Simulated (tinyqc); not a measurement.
# Current of a Schottky diode by thermionic-emission-diffusion theory, and its read-back from I-V-T and C-V data, step by step

A worked calculation. Computed by tinyqc, a small Python program that keeps every step. Command: `OMP_NUM_THREADS=1 python tinyqc.py 3009512 3009513 out.jsonl schottky walk`. One thread of a shared host (Intel(R) Xeon(R) Processor @ 2.30GHz), about 0.01 s of CPU time with the checks. Intermediate numbers are printed to about 5 digits and carried at full precision; extremes and crossings named in words are read from the listed rows.

Full ionisation, no tunnelling, no recombination current. V is the voltage across the junction itself, forward positive.

Inputs (values chosen for the exercise, modelled on n-type GaN):

| quantity | value | unit |
|---|---|---|
| Richardson constant A* | 25.6 | A/(cm^2 K^2) |
| effective density of states at 300 K, N_c | 2.2e+18 | 1/cm^3 |
| permittivity eps | 9.7 | - |
| mobility mu | 820 | cm^2/(V s) |
| barrier without image force phi_0 (mean) | 1.01 | eV |
| doping N | 1.5e+16 | 1/cm^3 |
| series resistance R_s | 8.2 | milliohm cm^2 |
| junction voltage V | 0.5 | V |
| temperature T | 423 | K |
| standard deviation sigma | 98 | meV |
| relative change of sigma^2 with bias, rho | 0.23 | 1/V |

Barrier: Gaussian spread of heights.

Constants: k_B = 8.617333262e-05 eV/K; e = 1.602176634e-19 C; eps_0 = 8.8541878128e-12 F/m.

## Barrier at the given bias

N_c(T) = N_c (T/300 K)^(3/2); V_bi = phi_0 - (k_B T/e) ln(N_c(T)/N); surface field F = sqrt(2 e N (V_bi - V - k_B T/e)/(eps eps_0)); image lowering d_phi = sqrt(e F/(4 pi eps eps_0)); effective barrier phi = phi_0 - d_phi - sigma^2 (1 - rho V)/(2 k_B T).

built-in voltage V_bi = 0.80939 V

surface field F = 39.083 kV/cm

image lowering = 24.087 meV

effective barrier phi = 0.86933 eV

## Current

Collection velocity v_R = A* T^2/(e N_c(T)); diffusion velocity v_D = mu F; J = e N_c(T) v_R/(1 + v_R/v_D) exp(-phi/k_B T) [exp(e V/k_B T) - 1]. Terminal voltage V + J R_s.

v_R = 7.7617e+06 cm/s

v_D = 3.2048e+07 cm/s

current density J = 146.71 A/cm^2

terminal voltage = 1.7030 V

v_D/v_R = 4.13: both steps matter. Caution: the series resistance drops more than 1 V, so self-heating would matter at this junction voltage.

## Read-back from the I-V curve

Ideality n = (e/k_B T)/(d ln J/dV) by a central difference of +/- 1 mV; J_0 = J exp(-e V/(n k_B T)); apparent barrier phi_IV = k_B T ln(A* T^2/J_0); a C-V plot gives phi_CV = phi_0, the mean without lowering.

ideality factor n = 1.0700

extrapolated J_0 = 3.9697e-04 A/cm^2

apparent barrier phi_IV = 0.84454 eV

phi_CV - phi_IV = 165.46 meV

n exceeds 1 because forward bias lowers the field, which weakens the image lowering and v_D, and narrows the spread of barriers.

## Temperature series and Richardson plot

A least-squares line of ln(J_0/T^2) against 1/(k_B T) gives a barrier (minus the slope) and a Richardson constant (exp of the intercept).

At the same junction voltage:

| T (K) | 1/k_B T (1/eV) | n | J_0 (A/cm^2) | phi_IV (eV) | ln(J_0/T^2) |
|---|---|---|---|---|---|
| 200 | 58.023 | 1.0900 | 2.7137e-12 | 0.69752 | -37.229 |
| 250 | 46.418 | 1.0776 | 1.0298e-09 | 0.75357 | -31.737 |
| 300 | 38.682 | 1.0711 | 1.1882e-07 | 0.79096 | -27.353 |
| 350 | 33.156 | 1.0683 | 5.2963e-06 | 0.81756 | -23.864 |
| 400 | 29.011 | 1.0687 | 1.1580e-04 | 0.83723 | -21.047 |
| 450 | 25.788 | 1.0723 | 1.4900e-03 | 0.85195 | -18.727 |

barrier from the Richardson plot = 0.57414 eV

Richardson constant from the plot = 0.010591 A/(cm^2 K^2)

From 200 to 450 K n goes from 1.090 to 1.072 and phi_IV from 0.698 to 0.852 eV. The plot returns 0.574 eV against phi_0 = 1.01 and a constant 4.14e-4 times the true A*: a spread of barriers lets cold carriers pick the low patches, which bends the plot and lowers both numbers.

## Forward curve with series resistance

Terminal voltage V + J R_s; apparent ideality from neighbouring rows, (e/k_B T) dV_terminal/d ln J.

Forward curve; the last column belongs to the interval up to the next row:

| V (V) | J (A/cm^2) | terminal voltage (V) | apparent n |
|---|---|---|---|
| 0.184 | 3.9952e-02 | 1.8433e-01 | 1.0741e+00 |
| 0.256 | 2.6334e-01 | 2.5816e-01 | 1.2245e+00 |
| 0.327 | 1.6748e+00 | 3.4073e-01 | 2.1619e+00 |
| 0.399 | 1.0853e+01 | 4.8800e-01 | 8.0603e+00 |
| 0.470 | 6.7882e+01 | 1.0266e+00 | 4.5145e+01 |
| 0.542 | 4.2918e+02 | 4.0613e+00 | 2.7055e+02 |
| 0.613 | 2.5757e+03 | 2.1734e+01 | 1.5800e+03 |
| 0.685 | 1.4891e+04 | 1.2279e+02 | - |

The resistance takes over where J R_s exceeds k_B T/e, at J = 4.45 A/cm^2; the apparent ideality climbs from 1.07 to 1580, so barrier and n must be read below that current. Rows where the resistance drops more than 1 V are formal, since self-heating is left out.

Checks made by the program: v_D = mu F against the drift-diffusion integral over the parabolic barrier, a ratio 2 y Dawson(y) with y^2 = (V_bi - V)/(k_B T/e) - 1 (relative difference 9e-02).
